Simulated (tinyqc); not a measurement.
MOSFET with velocity saturation and source resistance: two steps of the calculation.

Strong inversion, charge Q = Cox (Vg - m V) at channel potential V with Vg the gate overdrive, and drift velocity v = mu E/(1 + mu E/vsat). Integrating along the channel gives I = mu Cox (1/L)(Vg Vd - m Vd^2/2)/(1 + Vd/Vc) per width, Vc = vsat L/mu, which peaks at Vdsat. Units: I in uA/um, Rs in ohm um, so the drop over Rs is 1e-6 I Rs volts.

Inputs (values chosen for the exercise):
```
symbol,value,unit,meaning
Cox,2.41,uF/cm^2,gate capacitance
mu0,430,cm^2/(V s),mobility at low gate voltage
th,0.6,1/V,mobility degradation
vsat,1.2e7,cm/s,saturation velocity
m,1.22,,body factor
VT,0.65,V,threshold
L,0.13,um,channel length
Rs,100,ohm um,source resistance
Vgs,1.5,V,gate voltage
```

Task 1. Saturation without source resistance. Vg = Vgs - VT (0 if negative), mu = mu0/(1 + th Vg), Vc = vsat L/mu, x = sqrt(1 + 2 Vg/(m Vc)), Vdsat = 2 Vg/(m (1 + x)), Isat = Cox vsat Vg (x - 1)/(x + 1) per width. Long-channel limit: mu Cox Vg^2/(2 m L); short-channel limit: Cox vsat Vg.

Wanted: Vg; mu; Vc; Vdsat; Isat; long-channel limit; short-channel limit.

Result 1.

Vg = 0.8500 V
mu = 284.8 cm^2/(V s)
Vc = 0.5478 V
Vdsat = 0.4834 V
Isat = 752.6 uA/um
long-channel limit = 1563 uA/um
short-channel limit = 2458 uA/um

Task 2. Saturation current with source resistance. Vg = Vgs - I Rs - VT (0 if negative), mu = mu0/(1 + th Vg), Vc = vsat L/mu, x = sqrt(1 + 2 Vg/(m Vc)), Vdsat = 2 Vg/(m (1 + x)), Isat = Cox vsat Vg (x - 1)/(x + 1) per width. I(new) = Isat.

I at the start = 0 uA/um

Find: Vg; mu; Vc; Vdsat; Isat; I after iteration 1.

Result 2.

Vg = 0.85000 V
mu = 284.77 cm^2/(V s)
Vc = 0.54781 V
Vdsat = 0.48342 V
Isat = 752.57 uA/um
I after iteration 1 = 752.57 uA/um

Numbers from tinyqc (`OMP_NUM_THREADS=1 python tinyqc.py 2500019 2500020 out.jsonl`; about 0.01 s on one thread of a shared Intel Xeon 2.30GHz).
